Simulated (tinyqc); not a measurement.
# From one set of inputs to another, one input at a time

Model: longitudinal sound in a periodic multilayer: transfer matrices, stop bands and folded phonons. Computed by tinyqc, a small Python program. Command: `OMP_NUM_THREADS=1 python tinyqc.py 3028491 3028492 out.jsonl multilayer ladder`. One thread of a shared host (Intel(R) Xeon(R) Processor @ 2.30GHz), about 0.02 s of CPU time with the checks.

Layers 1 and 2 repeat with period d = d_1 + d_2; waves travel normal to the layers, without loss. State vector (u, s): displacement u and stress divided by omega. Impedances Z = rho v are in 1e6 kg/(m^2 s).

The inputs printed are set A. Set A is modelled on silica (layer 1), tungsten (layer 2) and gallium arsenide (substrate); the values taken over come from a set modelled on silica (layer 1), titanium nitride (layer 2) and gallium arsenide (substrate). Inputs not listed in the table keep their values of set A, so the rows need not describe a real material.

Inputs (values chosen for the exercise, modelled on silica (layer 1), tungsten (layer 2) and gallium arsenide (substrate)):
```
quantity            value    unit
density rho_1        2.22  g/cm^3
velocity v_1         6060     m/s
thickness d_1           8      nm
density rho_2          19  g/cm^3
velocity v_2         5140     m/s
thickness d_2        10.4      nm
substrate density    5.27  g/cm^3
substrate velocity   4800     m/s
periods N               5       -
```

Method:
- Z = rho v; interface reflection r = (Z_2 - Z_1)/(Z_2 + Z_1) (stress amplitude, from 1 into 2); Bragg frequency f_B = 1/[2 (d_1/v_1 + d_2/v_2)]; long-wave velocity v_eff = d/sqrt[(d_1/v_1)^2 + (d_2/v_2)^2 + (Z_1/Z_2 + Z_2/Z_1)(d_1/v_1)(d_2/v_2)].
- A layer maps (u, s) by [[cos p, sin p/Z], [-Z sin p, cos p]], p = 2 pi f d_i/v_i; one period is M = M_2 M_1, and cos(q d) = trace(M)/2.
- For N periods A = M^N. A wave comes from a thick layer of material 1 and leaves into the substrate (Z_s): transmitted power T = 4 Z_1 Z_s/|Z_1 A_22 + Z_s A_11 - i (Z_1 Z_s A_12 - A_21)|^2, reflected power R = 1 - T.
- Gap m contains m f_B; its edges, where trace(M)/2 = (-1)^m, are found by root search. Weak-contrast estimate of the width: (4 f_B/pi) |r sin(m pi a)|, a = (d_1/v_1)/(d_1/v_1 + d_2/v_2).

Each row keeps all changes above it:
```
input moved                 from     to  Bragg frequency f_B (GHz)  transmitted power at f_B  lower edge (GHz)
set A                          -      -                      149.5                 3.981e-08              68.9
velocity v_2 (m/s)          5140  10400                      215.5                 2.343e-11              70.6
density rho_1 (g/cm^3)      2.22   2.24                      215.5                 2.539e-11              71.0
thickness d_1 (nm)             8   5.94                      252.5                 1.748e-11              82.4
velocity v_1 (m/s)          6060   5890                      248.9                 1.351e-11              80.2
substrate density (g/cm^3)  5.27   5.42                      248.9                 1.389e-11              80.2
density rho_2 (g/cm^3)        19   5.39                      248.9                 4.116e-06             143.2
thickness d_2 (nm)          10.4   12.2                      229.2                 4.458e-06             132.1
```

Which inputs carry the difference?

Bragg frequency f_B goes from 150 to 229, a factor 1.53 in all. The largest single move comes from velocity v_2 (a factor 1.44), and thickness d_2 works against it (a factor 0.921). Transmitted power at f_B goes from 3.98e-8 to 4.46e-6, a factor 112 in all. The largest single move comes from density rho_2 (a factor 296000), and velocity v_2 works against it (a factor 5.89e-4). Lower edge goes from 68.9 to 132, a factor 1.92 in all. The largest single move comes from density rho_2 (a factor 1.79), and thickness d_2 works against it (a factor 0.923). The single moves hold for this order of the switches; the total does not depend on the order.

Caution (rows set A, velocity v_2, density rho_1, thickness d_1, velocity v_1, substrate density): so small a transmitted power at f_B holds only for perfect layers and strictly normal incidence.

Extremes, crossings and ranges named in words are read from the listed rows.
